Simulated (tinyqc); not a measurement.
Inputs raised by 2 %, one at a time: time-dependent dielectric breakdown: cell percolation, Weibull statistics, area scaling and voltage extrapolation. Computed by tinyqc, a small Python program. Command: `OMP_NUM_THREADS=1 python tinyqc.py 3011390 3011391 out.jsonl tddb sens`. One thread of a shared host (Intel(R) Xeon(R) Processor @ 2.30GHz), about 0.01 s of CPU time with the checks.

The oxide is divided into columns of area a^2, each holding m = t_ox/a cells (m is taken as continuous). A share lambda(t) = (t/t_1)^alpha of the cells is defective, and a column whose cells are all defective breaks down.

Inputs (values chosen for the exercise, for a model gate oxide):
```
quantity                                                   value  unit
oxide thickness t_ox                                         1.4    nm
defect cell size a                                           1.2    nm
exponent alpha of defect growth                              0.9     -
time t_1 at which the occupied share would reach 1       3.7e+09     s
test area A                                                    4  um^2
product area A_u                                          200000  um^2
stress voltage V                                            2.11     V
use voltage V_u                                              1.3     V
local exponent n = -d ln t/d ln V at the stress voltage       30     -
activation energy E_a                                       0.81    eV
stress temperature T                                         140     C
use temperature T_u                                           85     C
allowed failure fraction F                                 1e-06     -
```

Voltage law used: E.

Constants: k_B = 8.617333262e-05 eV/K.

Method:
- Failure fraction F = 1 - (1 - lambda^m)^N with N = A/a^2 columns, which for small lambda^m is 1 - exp(-(t/t63)^beta) with beta = alpha m and t63 = t_1 N^(-1/beta); critical share lambda(t63) = N^(-1/m). 1 um^2 = 1e6 nm^2.
- All three voltage laws share the slope n at the stress voltage. Factor t(V_u)/t(V): E law exp(n (1 - V_u/V)); 1/E law exp(n (V/V_u - 1)); power law (V/V_u)^n.
- Temperatures in kelvin are T(C) + 273.15.
- Temperature factor exp[(E_a/k_B)(1/T_u - 1/T)]; area factor (A/A_u)^(1/beta); percentile factor (-ln(1 - F))^(1/beta); life = t63 x all four; 1 year = 3.15576e7 s.

Runs:
```
input moved                        from        to  Weibull slope beta  projected life (years)  critical share of defective cells  area factor
base run                              -         -              1.0500              1.8268e-08                         2.9980e-06   3.3480e-05
oxide thickness t_ox (nm)           1.4     1.428              1.0710              3.8178e-08                         3.8471e-06   4.0977e-05
defect cell size a (nm)             1.2     1.224              1.0294              8.9510e-09                         2.4066e-06   2.7245e-05
exponent alpha of defect growth     0.9     0.918              1.0710              3.8178e-08                         2.9980e-06   4.0977e-05
product area A_u (um^2)          200000    204000              1.0500              1.7927e-08                         2.9980e-06   3.2855e-05
use voltage V_u (V)                 1.3     1.326              1.0500              1.2623e-08                         2.9980e-06   3.3480e-05
activation energy E_a (eV)         0.81    0.8262              1.0500              1.9590e-08                         2.9980e-06   3.3480e-05
allowed failure fraction F        1e-06  1.02e-06              1.0500              1.8616e-08                         2.9980e-06   3.3480e-05
```

Exponents ln(y'/y) / ln(x'/x):
```
input                            Weibull slope beta  projected life  critical share of defective cells  area factor
oxide thickness t_ox                              1          37.223                             12.592       10.203
defect cell size a                               -1         -36.025                            -11.096      -10.407
exponent alpha of defect growth                   1          37.223                              0.000       10.203
product area A_u                                  0          -0.952                              0.000       -0.952
use voltage V_u                                   0         -18.668                              0.000        0.000
activation energy E_a                             0           3.529                              0.000        0.000
allowed failure fraction F                        0           0.952                              0.000        0.000
```

Which inputs matter most for each result?

Among the inputs moved here: Weibull slope beta answers most in size to oxide thickness t_ox (exponent +1.000), and about equally to defect cell size a (-1.000), exponent alpha of defect growth (+1.000); its exponent is below 0.0005 for product area A_u, use voltage V_u, activation energy E_a, allowed failure fraction F. Its exponent +1.000 in oxide thickness t_ox: beta = alpha t_ox/a. Its exponent -1.000 in defect cell size a: beta = alpha t_ox/a. Projected life answers most in size to oxide thickness t_ox (exponent +37.223), and about equally to exponent alpha of defect growth (+37.223). Critical share of defective cells answers most in size to oxide thickness t_ox (exponent +12.592), next to defect cell size a (-11.096); its exponent is below 0.0005 for exponent alpha of defect growth, product area A_u, use voltage V_u, activation energy E_a, allowed failure fraction F. area factor answers most in size to defect cell size a (exponent -10.407), and about equally to oxide thickness t_ox (+10.203), exponent alpha of defect growth (+10.203); its exponent is below 0.0005 for use voltage V_u, activation energy E_a, allowed failure fraction F.

Caution (all rows): t_1 is an input here; in a real oxide it changes with thickness at fixed voltage.
